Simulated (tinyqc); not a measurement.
Inside a calculation. Method: RHF in the sto-3g basis, for H6, spin multiplicity 1. One step of it, computed by the program tinyqc.

Question. Iteration 1: building the Fock matrix. J_ij = sum D_kl (ij|kl), K_ij = sum D_kl (ik|jl); F = H + J - 0.5 K; E = tr D H + tr D J / 2 - 0.25 tr D K + E_nn.

D at the start:
```
,1H 1s,2H 1s,3H 1s,4H 1s,5H 1s,6H 1s
1H 1s,0.487534,0.012400,-0.428087,0.677695,-0.907928,0.812391
2H 1s,0.012400,1.595389,-0.482728,0.563488,0.842389,-0.518531
3H 1s,-0.428087,-0.482728,2.932375,-1.507152,-0.103596,-0.058936
4H 1s,0.677695,0.563488,-1.507152,1.362146,-0.765444,0.790931
5H 1s,-0.907928,0.842389,-0.103596,-0.765444,2.332448,-1.937498
6H 1s,0.812391,-0.518531,-0.058936,0.790931,-1.937498,1.637312
```

core Hamiltonian H = T + V (hartree):
```
,1H 1s,2H 1s,3H 1s,4H 1s,5H 1s,6H 1s
1H 1s,-1.624544,-1.137292,-0.184668,-0.031766,-0.001366,-0.000090
2H 1s,-1.137292,-1.907314,-0.760852,-0.192412,-0.013918,-0.001365
3H 1s,-0.184668,-0.760852,-2.042309,-1.274917,-0.192059,-0.031694
4H 1s,-0.031766,-0.192412,-1.274917,-2.042074,-0.759705,-0.184326
5H 1s,-0.001366,-0.013918,-0.192059,-0.759705,-1.906923,-1.137163
6H 1s,-0.000090,-0.001365,-0.031694,-0.184326,-1.137163,-1.624388
```

Two-electron integrals (ij|kl) in chemists' order, unique and non-zero (hartree):
```
i,j,k,l,(ij|kl)
1,1,1,1,0.774606
2,1,1,1,0.339875
2,1,2,1,0.186254
2,2,1,1,0.499377
2,2,2,1,0.339875
2,2,2,2,0.774606
3,1,1,1,0.033884
3,1,2,1,0.020862
3,1,2,2,0.044105
3,1,3,1,0.002967
3,2,1,1,0.110157
3,2,2,1,0.076759
3,2,2,2,0.186800
3,2,3,1,0.013077
3,2,3,2,0.064630
3,3,1,1,0.234369
3,3,2,1,0.158791
3,3,2,2,0.386800
3,3,3,1,0.033884
3,3,3,2,0.186800
3,3,3,3,0.774606
4,1,1,1,0.004108
4,1,2,1,0.002678
4,1,2,2,0.006021
4,1,3,1,0.000429
4,1,3,2,0.002030
4,1,3,3,0.006021
4,1,4,1,0.000067
4,2,1,1,0.020631
4,2,2,1,0.014091
4,2,2,2,0.033884
4,2,3,1,0.002567
4,2,3,2,0.013077
4,2,3,3,0.044105
4,2,4,1,0.000429
4,2,4,2,0.002967
4,3,1,1,0.104537
4,3,2,1,0.068124
4,3,2,2,0.158791
4,3,3,1,0.014091
4,3,3,2,0.076759
4,3,3,3,0.339875
4,3,4,1,0.002678
4,3,4,2,0.020862
4,3,4,3,0.186254
4,4,1,1,0.165830
4,4,2,1,0.104537
4,4,2,2,0.234369
4,4,3,1,0.020631
4,4,3,2,0.110157
4,4,3,3,0.499377
4,4,4,1,0.004108
4,4,4,2,0.033884
4,4,4,3,0.339875
4,4,4,4,0.774606
5,1,1,1,0.000107
5,1,2,1,0.000071
5,1,2,2,0.000167
5,1,3,1,0.000013
5,1,3,2,0.000069
5,1,3,3,0.000247
5,1,4,1,2.32e-06
5,1,4,2,0.000016
5,1,4,3,0.000120
5,1,4,4,0.000199
5,1,5,1,9.24e-08
5,2,1,1,0.001006
5,2,2,1,0.000658
5,2,2,2,0.001534
5,2,3,1,0.000128
5,2,3,2,0.000670
5,2,3,3,0.002593
5,2,4,1,0.000023
5,2,4,2,0.000172
5,2,4,3,0.001399
5,2,4,4,0.002594
5,2,5,1,9.92e-07
5,2,5,2,0.000011
5,3,1,1,0.012288
5,3,2,1,0.007719
5,3,2,2,0.017245
5,3,3,1,0.001500
5,3,3,2,0.007892
5,3,3,3,0.033816
5,3,4,1,0.000286
5,3,4,2,0.002252
5,3,4,3,0.020821
5,3,4,4,0.044021
5,3,5,1,0.000013
5,3,5,2,0.000171
5,3,5,3,0.002956
5,4,1,1,0.045612
5,4,2,1,0.027931
5,4,2,2,0.060510
5,4,3,1,0.005158
5,4,3,2,0.026361
5,4,3,3,0.109979
5,4,4,1,0.000988
5,4,4,2,0.007896
5,4,4,3,0.076634
5,4,4,4,0.186491
5,4,5,1,0.000048
5,4,5,2,0.000669
5,4,5,3,0.013035
5,4,5,4,0.064440
5,5,1,1,0.117308
5,5,2,1,0.070202
5,5,2,2,0.148021
5,5,3,1,0.012307
5,5,3,2,0.060581
5,5,3,3,0.234267
5,5,4,1,0.002257
5,5,4,2,0.017272
5,5,4,3,0.158706
5,5,4,4,0.386553
5,5,5,1,0.000107
5,5,5,2,0.001534
5,5,5,3,0.033816
5,5,5,4,0.186491
5,5,5,5,0.774606
6,1,1,1,0.000005
6,1,2,1,3.29e-06
6,1,2,2,0.000008
6,1,3,1,6.45e-07
6,1,3,2,3.39e-06
6,1,3,3,0.000014
6,1,4,1,1.18e-07
6,1,4,2,8.87e-07
6,1,4,3,0.000007
6,1,4,4,0.000014
6,1,5,1,5.16e-09
6,1,5,2,5.97e-08
6,1,5,3,8.85e-07
6,1,5,4,3.39e-06
6,1,5,5,0.000008
6,2,1,1,0.000076
6,2,2,1,0.000048
6,2,2,2,0.000107
6,2,3,1,0.000009
6,2,3,2,0.000048
6,2,3,3,0.000199
6,2,4,1,1.74e-06
6,2,4,2,0.000013
6,2,4,3,0.000120
6,2,4,4,0.000247
6,2,5,1,7.98e-08
6,2,5,2,9.92e-07
6,2,5,3,0.000016
6,2,5,4,0.000069
6,2,5,5,0.000167
6,2,6,1,5.16e-09
6,2,6,2,9.24e-08
6,3,1,1,0.001685
6,3,2,1,0.001035
6,3,2,2,0.002253
6,3,3,1,0.000193
6,3,3,2,0.000987
6,3,3,3,0.004098
6,3,4,1,0.000036
6,3,4,2,0.000286
6,3,4,3,0.002672
6,3,4,4,0.006007
6,3,5,1,1.73e-06
6,3,5,2,0.000023
6,3,5,3,0.000428
6,3,5,4,0.002022
6,3,5,5,0.006007
6,3,6,1,1.18e-07
6,3,6,2,2.31e-06
6,3,6,3,0.000067
6,4,1,1,0.009557
6,4,2,1,0.005768
6,4,2,2,0.012288
6,4,3,1,0.001032
6,4,3,2,0.005156
6,4,3,3,0.020590
6,4,4,1,0.000193
6,4,4,2,0.001500
6,4,4,3,0.014063
6,4,4,4,0.033816
6,4,5,1,0.000009
6,4,5,2,0.000128
6,4,5,3,0.002558
6,4,5,4,0.013035
6,4,5,5,0.044021
6,4,6,1,6.44e-07
6,4,6,2,0.000013
6,4,6,3,0.000428
6,4,6,4,0.002956
6,5,1,1,0.056954
6,5,2,1,0.033713
6,5,2,2,0.070202
6,5,3,1,0.005778
6,5,3,2,0.027965
6,5,3,3,0.104498
6,5,4,1,0.001037
6,5,4,2,0.007731
6,5,4,3,0.068094
6,5,4,4,0.158706
6,5,5,1,0.000048
6,5,5,2,0.000658
6,5,5,3,0.014063
6,5,5,4,0.076634
6,5,5,5,0.339875
6,5,6,1,3.29e-06
6,5,6,2,0.000071
6,5,6,3,0.002672
6,5,6,4,0.020821
6,5,6,5,0.186254
6,6,1,1,0.097150
6,6,2,1,0.056954
6,6,2,2,0.117308
6,6,3,1,0.009573
6,6,3,2,0.045667
6,6,3,3,0.165778
6,6,4,1,0.001688
6,6,4,2,0.012307
6,6,4,3,0.104498
6,6,4,4,0.234267
6,6,5,1,0.000076
6,6,5,2,0.001006
6,6,5,3,0.020590
6,6,5,4,0.109979
6,6,5,5,0.499377
6,6,6,1,0.000005
6,6,6,2,0.000107
6,6,6,3,0.004098
6,6,6,4,0.033816
6,6,6,5,0.339875
6,6,6,6,0.774606
```

nuclear repulsion = 4.24803870 hartree

Give: Coulomb J; exchange K; Fock matrix F; total energy of this density.

Answer.

Coulomb J (hartree):
```
,1H 1s,2H 1s,3H 1s,4H 1s,5H 1s,6H 1s
1H 1s,1.830,1.135,0.176,0.028,0.001,0.000
2H 1s,1.135,2.481,0.839,0.187,0.011,0.001
3H 1s,0.176,0.839,2.784,1.325,0.166,0.024
4H 1s,0.028,0.187,1.325,2.304,0.683,0.146
5H 1s,0.001,0.011,0.166,0.683,2.070,0.977
6H 1s,0.000,0.001,0.024,0.146,0.977,1.688
```

exchange K (hartree):
```
,1H 1s,2H 1s,3H 1s,4H 1s,5H 1s,6H 1s
1H 1s,0.650,0.661,0.135,0.115,0.015,0.033
2H 1s,0.661,1.301,0.561,0.237,0.073,0.018
3H 1s,0.135,0.561,1.482,0.418,-0.011,0.004
4H 1s,0.115,0.237,0.418,0.468,0.152,0.049
5H 1s,0.015,0.073,-0.011,0.152,0.681,0.041
6H 1s,0.033,0.018,0.004,0.049,0.041,0.409
```

Fock matrix F (hartree):
```
,1H 1s,2H 1s,3H 1s,4H 1s,5H 1s,6H 1s
1H 1s,-0.119,-0.333,-0.076,-0.061,-0.008,-0.017
2H 1s,-0.333,-0.077,-0.203,-0.124,-0.039,-0.009
3H 1s,-0.076,-0.203,0.001,-0.159,-0.021,-0.010
4H 1s,-0.061,-0.124,-0.159,0.028,-0.152,-0.062
5H 1s,-0.008,-0.039,-0.021,-0.152,-0.178,-0.181
6H 1s,-0.017,-0.009,-0.010,-0.062,-0.181,-0.141
```

total energy of this density = -0.48622 hartree
